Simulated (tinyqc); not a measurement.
Equilibrium and kinetic segregation of a solute to boundaries and growing surfaces: one step, computed by the program tinyqc. Command: `OMP_NUM_THREADS=1 python tinyqc.py 3027952 3027953 out.jsonl segreg walk`. One thread of a shared host (Intel(R) Xeon(R) Processor @ 2.30GHz), about 0.01 s of CPU time with the checks.

Question. Boundary energy. Gibbs adsorption for this isotherm in a dilute matrix: gamma = gamma_0 + Gam_0 [k_B T ln(1 - theta) + z w theta^2/2], Gam_0 = delta/Omega sites per area.

Inputs (values chosen for the exercise, for a model alloy):
```
quantity                             value        unit
interaction z w (positive attracts)  0.099          eV
temperature T                         1300           K
boundary thickness delta              0.31          nm
atomic volume Omega                   15.2  angstrom^3
clean boundary energy gamma_0          0.6       J/m^2
```

Isotherm: Fowler-Guggenheim.

coverage theta = 0.1679179

Constants: 1 eV/angstrom^2 = 16.02176634 J/m^2; k_B = 8.617333262e-05 eV/K.

Give: Gam_0; boundary energy gamma.

Answer.

Gam_0 = 20.39 1/nm^2

boundary energy gamma = 0.5373 J/m^2

Segregation lowers gamma by 10 %, and the driving force of grain growth with it.
